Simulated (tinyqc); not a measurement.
Changing the interaction L of the melt: solid solubility of a dopant against its melt (retrograde solidus), clustering and the electrically active fraction. Computed by tinyqc, a small Python program. Command: `OMP_NUM_THREADS=1 python tinyqc.py 3025022 3025023 out.jsonl retro sweep`. One thread of a shared host (Intel(R) Xeon(R) Processor @ 2.30GHz), about 0.01 s of CPU time with the checks.

Inputs (values chosen for the exercise, for a model dopant):
```
quantity,value,unit
melting point of the host T_m,1687,K
heat of melting of the host H_f,50.2,kJ/mol
enthalpy of transfer from melt to solid H,1.38,eV
entropy of transfer S,2.81,k_B
site density N0,5e+22,1/cm^3
temperature T,1265,K
```

Constants: R = 8.314462618 J/(mol K); k_B = 8.617333262e-05 eV/K; e = 1.602176634e-19 C; N_A = 6.02214076e+23 1/mol.

Method. x_l and x_s are atom fractions of the dopant in melt and solid; the solid is dilute. Liquidus of the host: R T ln(1 - x_l) + L x_l^2 = -H_f (1 - T/T_m). Distribution: k = x_s/x_l = exp[L (1 - x_l)^2/(R T)] exp(S/k_B - H/(k_B T)), the first factor being the activity coefficient in the melt. Solubility = x_s N0; at T_m x_l = 0. The largest x_s N0 between 900 K and T_m. For an ideal melt with constant heats the maximum has x_l = H_f/(H + H_f), H in the same units.

One run for each value:
```
interaction L of the melt (kJ/mol),x_l,distribution coefficient k,solubility (1/cm^3),temperature of the maximum (K)
-25.00,0.4782,2.763e-05,6.605e+17,1514
-19.70,0.5083,3.356e-05,8.529e+17,1520
-14.40,0.5449,3.975e-05,1.083e+18,1527
-9.14,0.5899,4.560e-05,1.345e+18,1534
1.43,0.7175,5.335e-05,1.914e+18,1551
6.71,0.7982,5.416e-05,2.162e+18,1561
12.00,0.8730,5.376e-05,2.346e+18,1572
```

Give the missing row, interaction L of the melt (kJ/mol) = -3.86.

Computed row; columns: (1) interaction L of the melt (kJ/mol); (2) x_l; (3) distribution coefficient k; (4) solubility (1/cm^3); (5) temperature of the maximum (K):
```
(1)       (2)        (3)        (4)   (5)
-3.86  0.6467  5.041e-05  1.630e+18  1542
```

Interpolating between the two neighbouring rows (linearly) misses most in distribution coefficient k, by 1.9 %. Over the rows, x_l rises from 0.478 to 0.873; distribution coefficient k goes from 2.76e-5 through a maximum among these rows, 5.42e-5 at 6.71, to 5.38e-5; solubility (1/cm^3) rises from 6.61e17 to 2.35e18. A melt that binds the dopant (L < 0) lowers its activity and so the solubility in the solid.

Extremes, crossings and ranges named in words are read from the listed rows.
